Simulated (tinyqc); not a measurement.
## Metal gate on a two-layer dielectric stack with fixed charge and a dipole: flat band against the thickness t1

Gate, layer 2, layer 1, p-type semiconductor; x runs from the gate inwards. Charges are counted in units of +q. psi is the band bending at the surface, positive towards inversion. Classical charge, Boltzmann statistics, no interface traps.

EOT = 3.9 (t1/e1 + t2/e2), Cox = eps0/(t1/e1 + t2/e2); phi_ms = pM - (chi + Eg - Vt ln(Nv/Na)). Vfb = phi_ms + Vd - (q/eps0) [Q1 (t1/e1 + t2/e2) + Q2 t2/e2 + r1 (t1^2/(2 e1) + t1 t2/e2) + r2 t2^2/(2 e2)]: each charge counts with its electrical distance from the gate. ni = sqrt(Nc Nv) exp(-Eg/(2 Vt)), Eg in volts, pB = Vt ln(Na/ni), Vth = Vfb + 2 pB + sqrt(4 q eps0 eps_r Na pB)/Cox.

Values chosen for this exercise; band and dielectric values close to those of silicon, layer 1 close to aluminium oxide, layer 2 close to hafnium oxide:

| symbol | value | unit | meaning |
|---|---|---|---|
| T | 300 | K | temperature |
| Eg | 1.11 | eV | band gap |
| eps_r | 11.8 |  | relative permittivity |
| Nc | 2.83e19 | cm^-3 | conduction-band density of states at T |
| Nv | 2.65e19 | cm^-3 | valence-band density of states at T |
| chi | 4.08 | eV | electron affinity |
| Na | 2.4e16 | cm^-3 | acceptor density |
| pM | 4.27 | eV | work function of the gate metal |
| e1 | 8.74 |  | relative permittivity of layer 1 |
| t2 | 3 | nm | thickness of layer 2, next to the gate |
| e2 | 22.3 |  | relative permittivity of layer 2 |
| Q1 | 7.9e11 | cm^-2 | fixed charge at the semiconductor interface |
| Q2 | -2e12 | cm^-2 | fixed charge between the layers |
| r1 | 0 | cm^-3 | uniform charge density in layer 1 |
| r2 | 0 | cm^-3 | uniform charge density in layer 2 |
| Vd | 0 | V | flat-band shift by a dipole layer between the layers |

Constants: q = 1.602176634e-19 C, kB = 1.380649e-23 J/K, Vt = kB T/q, eps0 = 8.8541878128e-14 F/cm where lengths are in cm. Results are converted to the units shown.

Flat band against the thickness t1:
```
t1 (nm),EOT (nm),Vfb (V),Vth (V)
0.5,0.74778,-0.71758,0.045203
1.3,1.1048,-0.73067,0.040122
2.1,1.4617,-0.74375,0.035041
2.9,1.8187,-0.75684,0.029960
3.6,2.1311,-0.76829,0.025514
4.4,2.4881,-0.78137,0.020433
5.2,2.8450,-0.79445,0.015352
6,3.2020,-0.80754,0.010271
```

Vfb falls from -0.718 to -0.808 V and Vth falls from 0.0452 to 0.0103 V. The slope dVfb/dEOT is -36.7 mV/nm between the first two rows and -36.7 between the last two: a straight line, set by the charge below the growing layer, which reads as 7.90e11 cm^-2. A line through the end rows meets EOT = 0 at -0.690 V, against phi_ms + Vd = -0.739 V; an effective work function read from it is off by 48.7 mV from pM.

tinyqc, about 0.01 s, one thread, Intel Xeon 2.30GHz (shared host): `OMP_NUM_THREADS=1 python tinyqc.py 2010061 2010062 out.jsonl`
